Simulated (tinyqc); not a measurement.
A particle near a wafer in liquid: double-layer and van der Waals forces (DLVO), deposition barrier and removal: one step, computed by the program tinyqc.

Sphere and flat wall, Derjaguin approximation, constant potentials in the linear-superposition form, no retardation and no hydration force.

Problem. Removing an attached particle. Adhesion F_a = A R/(6 h0^2) [1 + a^2/(R h0)] - kappa Z R exp(-kappa h0), a the contact radius. Drag in a shear flow F_d = 1.7 x 6 pi mu R^2 G, acting at 1.4 R; rolling starts when 1.4 R F_d = a F_a. Wall shear stress = mu G.

Inputs (values chosen for the exercise, of the order of those for ceria on silica in water): particle radius R = 160 nm; Hamaker constant A = 1.6e-20 J; temperature T = 298 K; contact distance h0 = 0.4 nm; contact radius over R = 0.097; viscosity = 0.65 mPa s.

kappa = 0.1709624 1/nm

Z = 15.03530 pN

Give: van der Waals adhesion; net adhesion F_a; wall shear stress for rolling; shear rate G.

Solution.

van der Waals adhesion = 12703 pN

net adhesion F_a = 12319 pN

wall shear stress for rolling = 1040 Pa

shear rate G = 1.601e+06 1/s
